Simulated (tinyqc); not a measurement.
From results back to parameters: six-band hole subbands of a thin body in a field. Two cases, with inputs chosen for the exercise.

Problem. Without spin-orbit coupling the masses along a normal n are the inverse eigenvalues of C(n n^T)/c: 1/(g1 - 2 g2) twice and 1/(g1 + 4 g2) on (001); 1/(g1 - 2 g3) twice and 1/(g1 + 4 g3) on (111); on (110) 1/(g1 + g2 - 3 g3), 1/(g1 - 2 g2) and 1/(g1 + g2 + 3 g3). Three masses were computed from hidden g1, g2, g3.

Case 1.

heavy and light mass on (001) (m0): 0.203666  0.032819

heavy mass on (111) = 0.478469 m0

Case 2.

heavy and light mass on (001) (m0): 0.278552  0.177620

heavy mass on (111) = 0.719424 m0

Find: g1, g2, g3; heaviest mass on (110).

Solution. The inverse masses on (001) differ by 6 g2, which gives g2 and g1; g3 = (g1 - 1/m(111))/2.

Case 1.

g1, g2, g3: 13.43  4.26  5.67

heaviest mass on (110) = 1.47 m0

Case 2.

g1, g2, g3: 4.27  0.34  1.44

heaviest mass on (110) = 3.45 m0

Computed by tinyqc, one run a case: `OMP_NUM_THREADS=1 python tinyqc.py N N+1 out.jsonl` with N = 1250190, 1250195; one thread of a shared Intel(R) Xeon(R) Processor @ 2.30GHz, about 0.4 s a run at most.
